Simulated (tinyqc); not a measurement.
Thin-film optics by transfer matrices: sweeps and comparisons. A value that a table varies takes the place of the one given here.

Indices N = n + i k. Snell: N0 sin(theta) = N_j sin(theta_j), with Im(N_j cos theta_j) >= 0. Admittance y_j = N_j cos theta_j for s and N_j/cos theta_j for p. Phase delta_j = 2 pi N_j cos theta_j d_j/lambda. Layer matrix [[cos delta, -i sin delta/y], [-i y sin delta, cos delta]], multiplied from the top down to M. (B, C) = M (1, y_sub); r = (y0 B - C)/(y0 B + C), R = |r|^2, T = 4 Re y0 Re y_sub/|y0 B + C|^2, absorbed in the films 1 - R - T.

Ellipsometry: rho = tan(Psi) exp(i Delta) = -conj(r_p/r_s) with the r of the admittance formula, Delta in 0 to 360 degrees, so that a bare dielectric at small angles gives Delta = 180.

Inputs chosen for the exercise (indices near those of resist, ARC on polySi; the results hold for these values, not for the real material):
- lam = 248 nm (vacuum wavelength)
- n0 = 1 (ambient index)
- n = (1.757, 1.775, 1.665) (n of resist, ARC, substrate)
- k = (0.012, 0.416, 2.732) (k in the same order)
- d = (222, 87.8) nm (thicknesses, top first)
- theta = 70 degrees (angle of incidence)
- pol = s (polarisation)

## Swing curve: thickness of the top film

The first entry of d takes the values listed.

Stack:

| d_1 (nm) | R | T | absorbed |
|---|---|---|---|
| 222.0 | 0.4936 | 0.0263 | 0.4801 |
| 235.9 | 0.5247 | 0.0245 | 0.4508 |
| 249.8 | 0.4602 | 0.0276 | 0.5122 |
| 263.8 | 0.3210 | 0.0343 | 0.6447 |
| 277.7 | 0.2577 | 0.0370 | 0.7053 |
| 291.6 | 0.3706 | 0.0310 | 0.5985 |
| 305.5 | 0.4870 | 0.0250 | 0.4880 |
| 319.4 | 0.5172 | 0.0233 | 0.4595 |
| 333.4 | 0.4546 | 0.0262 | 0.5193 |
| 347.3 | 0.3241 | 0.0321 | 0.6438 |
| 361.2 | 0.2654 | 0.0344 | 0.7002 |
| 375.1 | 0.3701 | 0.0291 | 0.6008 |
| 389.0 | 0.4808 | 0.0237 | 0.4954 |

What does this show, and why?

R swings between 0.2577 and 0.5247 on these points. The period is lambda/(2 Re(N_1 cos theta_1)) = 83.5 nm, six rows. The swing shrinks from 0.2670 in the first period to 0.2518 in the second, as the film absorbs the wave that returns from below. The swing ratio (max - min)/mean is 0.65.

## Angle of incidence

Both polarisations.

Stack:

| theta (degrees) | R_s | R_p | Psi | Delta |
|---|---|---|---|---|
| 0 | 0.0247 | 0.0247 | 45.00 | 180.00 |
| 15 | 0.0389 | 0.0309 | 41.69 | 178.14 |
| 30 | 0.1117 | 0.0556 | 35.19 | 171.25 |
| 45 | 0.2544 | 0.0646 | 26.75 | 166.54 |
| 55 | 0.3493 | 0.0355 | 17.67 | 170.37 |
| 60 | 0.3929 | 0.0158 | 11.34 | 179.00 |
| 65 | 0.4387 | 0.0028 | 4.59 | 218.07 |
| 70 | 0.4936 | 0.0094 | 7.86 | 316.41 |
| 75 | 0.5671 | 0.0554 | 17.36 | 337.05 |
| 80 | 0.6698 | 0.1752 | 27.09 | 346.44 |
| 85 | 0.8121 | 0.4375 | 36.28 | 353.55 |

What can be read from the table?

R_s and R_p agree at normal incidence (0.0247). R_p is lowest at 65 degrees of those listed (0.0028), where R_s = 0.4387; the top face alone would stop reflecting p light at arctan(n/n0) = 60.4 degrees, while the layers and the substrate below set where the minimum falls. R_s rises steadily with the angle.

## Thickness of the antireflection layer under the resist

Light arrives at normal incidence from inside the resist, taken as the ambient with its real index n; the second entry of d takes the values listed.

Reflectance back into the resist:

| d_2 (nm) | R |
|---|---|
| 0 | 0.3897 |
| 10 | 0.2907 |
| 20 | 0.1495 |
| 30 | 0.0480 |
| 40 | 0.0091 |
| 50 | 0.0156 |
| 60 | 0.0381 |
| 80 | 0.0431 |
| 100 | 0.0093 |
| 120 | 0.0090 |

How do the results move?

Without the layer R = 0.3897; the lowest value listed is 0.0090 at 120 nm, against a quarter wave lambda/(4 n) = 34.9 nm. A very thick layer would leave only its top interface, R = 0.0137, once absorption has removed the wave from below.

## Sensitivity of the reflectance

R for both polarisations. Each row changes one parameter from the base and keeps the others.

Results:

| case | R_s | R_p | T_s |
|---|---|---|---|
| base | 0.4936 | 0.0094 | 0.0263 |
| d = (227, 87.8) nm | 0.5159 | 0.0041 | 0.0251 |
| n = (1.792, 1.775, 1.665) | 0.5298 | 0.0027 | 0.0245 |
| k = (0.012, 0.416, 3.015) | 0.4946 | 0.0098 | 0.0241 |
| lam = 253 nm | 0.4601 | 0.0197 | 0.0293 |
| theta = 75 degrees | 0.5671 | 0.0554 | 0.0218 |

What does this show?

The largest shifts from the base row, up to three for each result and ties (the steps differ in size, so this ranks the rows, not the parameters). R_s: theta +0.0735, n +0.0362, lam -0.0335. R_p: theta +0.0460, lam +0.0103, n -0.0067. T_s: theta -0.0045, lam +0.0030, k -0.0021.

(tinyqc, `OMP_NUM_THREADS=1 python tinyqc.py 1650565 1650566 out.jsonl`, Intel(R) Xeon(R) Processor @ 2.30GHz, 1 thread, shared host, about 0.01 s.)
